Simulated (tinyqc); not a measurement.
From wire to sheet: nanosheet or nanowire with hard walls, valleys of the Ge type.

Four ellipsoidal valleys along <111>: inverse mass tensor w = 1/mt + (1/ml - 1/mt) a a^T with a the unit axis. Device axes: x along the channel, z = [001], y = z x x. The Gamma and Delta valleys are left out; the heavy Delta valleys, about 0.18 eV up, lie lowest once the L levels pass about 0.2 eV.

Hard walls around a W x H rectangle. The block w_c of w in (y, z) confines; the transport mass follows from 1/m_x = w_xx - w_xc w_c^-1 w_cx. The cross-section problem c (w_yy ky^2 + 2 w_yz ky kz + w_zz kz^2), c = hbar^2/2m0, is solved in products sin(n pi y/W) sin(l pi z/H), n, l = 1 to 12; if w_yz = 0 the levels are c pi^2 (w_yy n^2/W^2 + w_zz l^2/H^2). The w_yz term couples (n, l) to (n', l') by -2 c w_yz D_nn'(W) D_ll'(H) with D_nm(L) = 4 n m/(L (n^2 - m^2)) for n + m odd and 0 otherwise.

Without degeneracy the line density is N1 exp((EF - Ec)/kB T) with N1 = sum 2 g sqrt(m_x kB T/(4 pi c)) exp(-E/kB T), here over n, l up to 80 where w_yz = 0 and over all levels of a 12 x 12 sine basis otherwise; the classical value is W H Nc with Nc = 2 g_all (m_dos kB T/(4 pi c))^(3/2), m_dos = (ml mt^2)^(1/3); dVt = kB T ln(W H Nc/N1).

Constants: hbar^2/2m0 = 3.80998211 eV angstrom^2; kB = 8.617333262e-05 eV/K.

Inputs chosen for the exercise (near those of Ge; not measured data):
```
symbol   value                           unit      meaning
ml       1.559                           m0        longitudinal mass
mt       0.081                           m0        transverse mass
T        300                             K         temperature
g_all    4                                         number of valleys
channel  110                                       transport direction x on a (001) wafer
H        78                              angstrom  height, along z = [001]
Ws       (30, 40, 50, 65, 85, 110, 140)  angstrom  widths
```

Valleys:
```
group  valleys g      w_yy     w_zz   |w_yz|  m_x (m0)
A              2   4.54285  8.44426  5.51743   0.08100
B              2  12.34568  8.44426  0.00000   1.06633
```

Lowest level of each group (groups ordered by w_zz, then w_yy) and dVt against the width.

Results:
```
W (angstrom)  A1 (eV)  B1 (eV)  dVt (mV)
30             0.2076   0.5680     201.3
40             0.1280   0.3423     129.7
50             0.0936   0.2379     100.6
65             0.0719   0.1621      81.5
85             0.0616   0.1164      68.5
110            0.0570   0.0906      59.5
140            0.0548   0.0759      54.0
```

dVt falls from 201 to 54 mV. Group A is lowest at every width, by 360 meV in the narrowest and 21 meV in the widest. At the widest W the lowest level is 0.0548 eV; the film limit c pi^2 w_zz/H^2 of that group is 0.0522 eV.

(tinyqc, `OMP_NUM_THREADS=1 python tinyqc.py 1250814 1250815 out.jsonl`, Intel(R) Xeon(R) Processor @ 2.30GHz, 1 thread, shared host, about 2 s.)
